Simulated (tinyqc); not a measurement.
# Field emission through a triangular barrier, exact transmission by Airy functions, step by step

tinyqc, about 0.01 s, one thread, Intel Xeon 2.30GHz (shared host): `OMP_NUM_THREADS=1 python tinyqc.py 2580102 2580103 out.jsonl` Printed values are rounded.

The left lead has its band edge at 0; for x > 0 the edge falls without end, U(x) = U0 - F x, with mass m1. No transverse momentum; C = hbar^2/(2 m0); psi and psi'/m are continuous at x = 0. The outgoing solution is Bi(z) + i Ai(z).

Parameters, values chosen for the exercise; masses and offsets of a made-up heterostructure: mass in the left lead mL = 0.051 m0; barrier edge at x = 0 U0 = 1.2 eV; mass in the barrier m1 = 0.13 m0; electron energy E = 0.699 eV; field in the barrier F = 0.049 V/nm.

Constants: q = 1.602176634e-19 C, hbar = 1.054571817e-34 J s, m0 = 9.1093837015e-31 kg, hbar^2/(2 m0) = 0.0380998212 eV nm^2. Results are converted to the units shown.

Range of the model: Masses are held fixed, although real bands cease to be parabolic a few tenths of an eV from their edges.

## Scaled variables

Energy scale e = (C F^2/m1)^(1/3), z(x) = (U(x) - E)/e, s = (dz/dx)/m1 = -F/(e m1); v = k/m in a lead. vL = sqrt(mL E/C)/mL.

e = 0.0889455 eV
z(0) = 5.63266
s = -4.23769 1/nm
vL = 18.9667 1/nm
turning point (U0 - E)/F = 10.2245 nm

## Airy functions at x = 0

Ai and Bi solve y'' = z y, with Wronskian Ai Bi' - Ai' Bi = 1/pi.

Airy functions: Ai 2.44925e-5, Ai' -5.91698e-5, Bi 2740.43, Bi' 6375.81

## Transmission, exact and WKB

With the Airy functions at z = z(0): g = s (Bi' + i Ai')/(Bi + i Ai), r = (i vL - g)/(i vL + g), T(E) = 1 - |r|^2 = 4 vL Im(g)/|i vL + g|^2, vL = sqrt(mL E/C)/mL. Im(g) = -s/(pi (Ai^2 + Bi^2)) by the Wronskian. WKB: exp(-S), S = (4/(3 F)) sqrt(m1/C) [max(U0 - E, 0)^1.5].

Re g = -9.85931 1/nm
Im g = 1.79615e-7 1/nm
T(E) = 2.98218e-8
exp(-S) = 1.81576e-8

The exact value is 64 % above the WKB one.
